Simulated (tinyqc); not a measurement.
# Magnetoresistance against angle

Conductance G = G0 (1 + P1 P2 cos(phi)) at low bias, phi the angle between the magnetisations, normalised to Rp = RA/area at phi = 0.

Parameters, values chosen for the exercise: diameter Dm = 58 nm; spin polarisation of the reference layer P1 = 0.52; spin polarisation of the free layer P2 = 0.52; resistance-area product, parallel state RA = 14.6 ohm um^2.

Magnetoresistance against angle:
```
phi (degree),R (kohm),R/Rp - 1 (%),share of the full TMR (%)
0,5.526,0,0
20,5.598,1.300,1.754
45,5.893,6.649,8.970
70,6.426,16.29,21.97
90,7.020,27.04,36.48
110,7.736,39.99,53.95
135,8.680,57.07,77.00
160,9.412,70.32,94.86
180,9.622,74.12,100.0
```

R rises from 5.53 to 9.62 kohm, TMR0 = 74.1 %. It is the conductance that follows cos(phi), so at 90 degrees R has covered only (1 - P1 P2)/2 = 36.5 % of its range.

Program tinyqc, `OMP_NUM_THREADS=1 python tinyqc.py 2450127 2450128 out.jsonl`; Intel Xeon 2.30GHz, shared host, one thread, about 0.01 s.
